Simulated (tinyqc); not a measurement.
Charge-trap memory cell: two steps of the calculation.

Channel, tunnel oxide, storage layer, blocking layer, gate. N electrons per area sit in a sheet at the centroid and shift the threshold by U = (q/eps0) N (tb/eb + xc tn/en). EOT = t1 + 3.9 (tn/en + tb/eb); tunnel field F = (Vg - U)/EOT; dN/dt = eta (J/q)(1 - N/Nm). Fowler-Nordheim: J = A F^2 exp(-B/F), A = q^2/(16 pi^2 hbar mo phi) (times 1e14 for A/cm^2 with F in V/nm, emitter mass m0), B = (4/3) sqrt(mo/C) phi^1.5, C = hbar^2/(2 m0).

Parameters, values chosen for the exercise; oxide values close to those of silicon dioxide, storage layer close to silicon nitride, blocking layer close to silicon dioxide:
- phi = 3.15 eV (tunnel barrier)
- mo = 0.41 m0 (tunnelling mass)
- t1 = 4.9 nm (tunnel oxide (permittivity 3.9))
- tn = 6.6 nm (storage layer)
- en = 7.5 (its relative permittivity)
- tb = 6 nm (blocking layer)
- eb = 3.9 (its relative permittivity)
- xc = 0.58 (charge centroid, share of tn counted from the blocking side)
- eta = 0.49 (capture efficiency of an empty layer)
- Nm = 1.5e13 cm^-2 (trap density)
- Vg = 17.6 V (gate voltage less flat band and surface potential)
- d0 = 2.4e-7 s (first time step)
- gr = 1.4 (growth of the step)
- n = 8 (steps)

Constants: q = 1.602176634e-19 C, hbar = 1.054571817e-34 J s, m0 = 9.1093837015e-31 kg, eps0 = 8.8541878128e-14 F/cm where lengths are in cm, hbar^2/(2 m0) = 0.0380998212 eV nm^2. Results are converted to the units shown.

Problem 1. Constants of the stack. EOT, the shift for 1e12 electrons per cm^2, the shift with all traps full, and the starting field, current and rate.

Find: EOT; shift for 1e12 cm^-2; shift with all traps full; F(0); J(0); dN/dt at the start.

Solution 1.

EOT = 14.33 nm
shift for 1e12 cm^-2 = 0.3707 V
shift with all traps full = 5.561 V
F(0) = 1.228 V/nm
J(0) = 0.4048 A/cm^2
dN/dt at the start = 1.238e18 cm^-2 s^-1

Problem 2. Midpoint steps of growing length. N(half) = N + (d/2) r(N), N(new) = N + d r(N(half)), r = dN/dt; the step starts at d0 and is multiplied by gr each time. Field in the blocking layer (3.9 F + q N/eps0)/eb.

Give: t; N; U; F; blocking field.

Solution 2.

```
step     t (s)  N (cm^-2)  U (V)  F (V/nm)  blocking field (V/nm)
0            0          0  0.000     1.228                  1.228
1     2.400e-7   2.747e11  0.102     1.221                  1.234
2     5.760e-7   6.011e11  0.223     1.212                  1.240
3     1.046e-6   9.774e11  0.362     1.203                  1.248
4     1.705e-6   1.398e12  0.518     1.192                  1.257
5     2.627e-6   1.857e12  0.688     1.180                  1.266
6     3.918e-6   2.344e12  0.869     1.167                  1.276
7     5.725e-6   2.850e12  1.057     1.154                  1.287
8     8.255e-6   3.370e12  1.249     1.141                  1.297
```

Range of the model: The Fowler-Nordheim form needs F t1 above phi; trap-assisted paths and leakage through the blocking layer are left out.

Computed by the program tinyqc: `OMP_NUM_THREADS=1 python tinyqc.py 2130130 2130131 out.jsonl`, one thread of a shared Intel Xeon 2.30GHz, about 0.06 s for the whole run.
